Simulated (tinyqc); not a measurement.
## Polarisation charge from two barrier thicknesses

Question. VT = phiB - dEc - q sigma d/(eps0 eps_r). Find sigma, phiB - dEc and the thickness at which VT = 0.

Parameters, values chosen for the exercise:
- eps_r = 9.1 (relative permittivity of barrier and channel)

Constants: q = 1.602176634e-19 C, eps0 = 8.8541878128e-14 F/cm where lengths are in cm. Results are converted to the units shown.

VT for d = 15 and 21 nm (V): [-4.8281955, -7.0771137]

Solution. VT is linear in d.

sigma = 1.885e13 cm^-2
phiB - dEc = 0.7941 V
thickness for VT = 0 = 2.119 nm

tinyqc, about 0.02 s, one thread, Intel Xeon 2.30GHz (shared host): `OMP_NUM_THREADS=1 python tinyqc.py 2570147 2570148 out.jsonl`
